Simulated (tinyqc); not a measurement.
Collinear exchange A + BC -> AB + C on a London-Eyring-Polanyi-Sato surface: saddle, string of images and rate: one step, computed by the program tinyqc. Command: `OMP_NUM_THREADS=1 python tinyqc.py 3113268 3113269 out.jsonl leps walk`. One thread of a shared host (Intel(R) Xeon(R) Processor @ 2.30GHz), about 0.03 s of CPU time with the checks.

x = r(AB), y = r(BC), r(AC) = x + y. V is counted from separated atoms, the barrier from A + BC, that is V + D(BC).

Problem. Frequencies at the saddle. Wilson matrix G = [[1/m_A + 1/m_B, -1/m_B], [-1/m_B, 1/m_B + 1/m_C]]; eigenvalues lambda of G H give nu = 15.6333042 THz x sqrt(|lambda|), the negative one being imaginary. Reactant: nu_BC from k = 2 D beta^2 and 1/m_B + 1/m_C. Skew angle: cos = sqrt(m_A m_C/((m_A + m_B)(m_B + m_C))).

Inputs (values chosen for the exercise, for a model exchange): D(BC) = 3.61 eV; beta(BC) = 1.98 1/angstrom; mass of A = 1.008 u; mass of B = 19 u; mass of C = 28.09 u.

Hessian (eV/angstrom^2), rows x, y:
```
[[-0.43750, 3.16106],
 [3.16106, 22.16185]]
```

Constants: nu for 1 eV/(angstrom^2 u) = 15.6333042 THz.

Give: imaginary frequency; real frequency at the saddle; nu_BC; skew angle.

Solution.

imaginary frequency = 14.551 THz

real frequency at the saddle = 22.284 THz

nu_BC = 24.706 THz

skew angle = 80.017 degrees
